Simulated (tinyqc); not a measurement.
MOS capacitor on an n-type substrate, surface potential from the exact charge relation: one step of the calculation.

Uniform n-type substrate, Boltzmann statistics, full ionisation, classical densities. psi is the surface potential against the body (positive when the bands bend down) and u = -psi/Vt. Traps are spread evenly over the gap and neutral at flat band, so their charge is -q Dit psi; the minority quasi-Fermi level is shifted by Vb.

Problem. Charges, field and capacitances at the solution. ni = sqrt(Nc Nv) exp(-Eg/(2 Vt)), Eg in volts; phiF = Vt ln(N/ni); Cox = eps0 eox/tox; Vfb = phiM - chi - Vt ln(Nc/N) - q Nf/Cox; Q0 = sqrt(2 eps0 eps_r q N Vt); r = (ni/N)^2 exp(-Vb/Vt); VT = Vfb - [(2 phiF + Vb)(1 + q Dit/Cox) + sqrt(2 eps0 eps_r q N (2 phiF + Vb))/Cox].

u = -psi/Vt; F^2 = exp(-u) + u - 1 + r (exp(u) - u - 1); Qs = +sign(u) Q0 F; Cs = -dQs/dpsi = (Q0/Vt) |1 - exp(-u) + r (exp(u) - 1)|/(2 F). Low frequency: 1/C_LF = 1/Cox + 1/(Cs + q Dit). High frequency, in the simple estimate in which traps and minority carriers do not follow: 1/C_HF = 1/Cox + 1/Cd, Cd being Cs with r = 0 at the same psi. Minority sheet density N_inv = (Q0/(2 q)) int_0^u r (exp(t) - 1)/F(t) dt for u > 0. Oxide field |Qs - q Dit psi + q Nf|/(eps0 eox).

Values chosen for this exercise; band and dielectric values close to those of silicon: temperature T = 300 K; band gap Eg = 1.14 eV; relative permittivity eps_r = 11.7; conduction-band density of states at T Nc = 2.84e19 cm^-3; valence-band density of states at T Nv = 2.64e19 cm^-3; donor density of the substrate N = 5.7e17 cm^-3; relative permittivity of the gate insulator (close to silicon dioxide) eox = 3.9; insulator thickness tox = 19 nm; fixed charge at the interface, in units of q Nf = 0 cm^-2; density of interface traps Dit = 1.6e10 cm^-2 eV^-1; reverse bias of the inversion layer against the body Vb = 0 V.

Constants: q = 1.602176634e-19 C, kB = 1.380649e-23 J/K, Vt = kB T/q, eps0 = 8.8541878128e-14 F/cm where lengths are in cm. Results are converted to the units shown.

converged psi = -0.96820221 V

Wanted: Qs; N_inv; oxide field; Cs; C_LF/Cox; C_HF/Cox.

Solution.

Qs = 439.29 nC/cm^2
N_inv = 1.0781e11 cm^-2
oxide field = 1.2793 MV/cm
Cs = 0.86140 uF/cm^2
C_LF/Cox = 0.82620
C_HF/Cox = 0.55212

The surface is in strong inversion (borders at |psi| = 0, phiF + Vb and 2 phiF + Vb = 0.940 V). Minority carriers make up 3.93 % of Qs.

Program tinyqc, `OMP_NUM_THREADS=1 python tinyqc.py 2060146 2060147 out.jsonl`; Intel Xeon 2.30GHz, shared host, one thread, about 0.01 s.
